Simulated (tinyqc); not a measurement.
# Bandgap voltage reference from two bipolar transistors: output against temperature

Two transistors of area 1 and N carry the same current I. Is(T) = Is (T/T0)^eta exp[(Vg0 q/kB)(1/T0 - 1/T)], VBE1 = Vt ln(I/Is(T)) + I rb, VBE2 = Vt ln(I/(N Is(T))) + I rb/N. The amplifier forces I R1(T) = VBE1 - VBE2 + Vos, with R(T) = R (1 + tc (T - T0)) for both resistors, and the output is Vref = VBE1 + I R2(T). Base currents and the Early effect are neglected.

Vt = kB T/q; I = (Vt ln N + Vos)/(R1(T) - rb (1 - 1/N)).

Inputs (values chosen for the exercise); values of the order met in silicon bipolar transistors:
- T0 = 300 K (reference temperature)
- Vg0 = 1.193 V (band-gap voltage extrapolated to 0 K)
- eta = 3.7 (temperature exponent of the saturation current)
- Is = 1.2e-18 A (saturation current of the unit transistor at T0)
- N = 15 (area ratio of the second transistor)
- R1 = 4.4 kohm (resistor across which the difference of VBE falls, at T0)
- tc = 300 ppm/K (temperature coefficient of both resistors)
- Vos = 2.5 mV (offset of the amplifier)
- rb = 83 ohm (series resistance of the unit transistor)
- R2 = 30.73 kohm (output resistor at T0)

Constants: q = 1.602176634e-19 C, kB = 1.380649e-23 J/K. Results are converted to the units shown.

Result of one run:

| I (uA) | VBE1 (V) | I R2 (V) | Vref (V) | Vref - Vref(T0) (mV) | dVref/dT (uV/K) |
|---|---|---|---|---|---|
| 21.42 | 0.6227 | 0.6777 | 1.300 | 1.049 | -23.90 |

Which temperature T gave this result: 298, 323, 373 or 398 K?

T = 398 K.

The whole series:

| T (K) | I (uA) | VBE1 (V) | I R2 (V) | Vref (V) | Vref - Vref(T0) (mV) | dVref/dT (uV/K) |
|---|---|---|---|---|---|---|
| 218 | 12.66 | 0.9127 | 0.3796 | 1.292 | -7.094 | 128.6 |
| 233 | 13.43 | 0.8896 | 0.4045 | 1.294 | -5.291 | 112.0 |
| 253 | 14.44 | 0.8585 | 0.4376 | 1.296 | -3.260 | 91.40 |
| 273 | 15.44 | 0.8270 | 0.4708 | 1.298 | -1.625 | 72.28 |
| 298 | 16.68 | 0.7871 | 0.5122 | 1.299 | -0.09860 | 50.15 |
| 323 | 17.89 | 0.7467 | 0.5536 | 1.300 | 0.8962 | 29.69 |
| 348 | 19.09 | 0.7058 | 0.5950 | 1.301 | 1.398 | 10.65 |
| 373 | 20.26 | 0.6645 | 0.6363 | 1.301 | 1.439 | -7.160 |
| 398 | 21.42 | 0.6227 | 0.6777 | 1.300 | 1.049 | -23.90 |
| 423 | 22.57 | 0.5805 | 0.7191 | 1.300 | 0.2519 | -39.69 |

VBE1 falls by 1.62 mV/K on average and I R2 rises by 1.66 mV/K. The slope of Vref vanishes at T = 363 K. Between 233 and 398 K Vref spans 6.77 mV, or 31.6 ppm/K by the box method (span over the average over T, over 165 K).

Program tinyqc, `OMP_NUM_THREADS=1 python tinyqc.py 2062088 2062089 out.jsonl`; Intel Xeon 2.30GHz, shared host, one thread, about 0.02 s.
